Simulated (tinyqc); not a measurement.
Undoped symmetric double-gate MOSFET, analytic potential model: one step of the calculation.

An undoped body of thickness ts between two equal insulators and tied gates; long channel, electrons only, n = ni exp((psi - V)/Vt) with V the quasi-Fermi potential (0 at the source, Vd at the drain), constant mobility, no quantisation. Across the body psi(x) = V - 2 Vt ln[(ts/(2 beta)) sqrt(q ni/(2 eps0 eps_r Vt)) cos(2 beta x/ts)], x from the centre. Q is the electron charge per area of the whole body.

Problem. beta at the source by Newton steps. With V = 0: f = ln(beta) - ln(cos beta) + 2 r beta tan(beta) - (Vg - V0)/(2 Vt); f' = 1/beta + tan(beta) + 2 r [tan(beta) + beta/cos^2(beta)]; beta(new) = beta - f/f'.

Inputs (values chosen for the exercise):

| symbol | value | unit | meaning |
|---|---|---|---|
| T | 273 | K | temperature |
| Vg | 1.37 | V | gate voltage |

Constants: q = 1.602176634e-19 C, kB = 1.380649e-23 J/K, Vt = kB T/q. Results are converted to the units shown.

beta at the start = 1.5
r = 0.68095238
V0 = 0.62181144 V

Find: f; f'; beta after iteration 1.

Solution.

f = 15.96
f' = 442.2
beta after iteration 1 = 1.464

Computed by the program tinyqc: `OMP_NUM_THREADS=1 python tinyqc.py 2440167 2440168 out.jsonl`, one thread of a shared Intel Xeon 2.30GHz, about 0.03 s for the whole run.
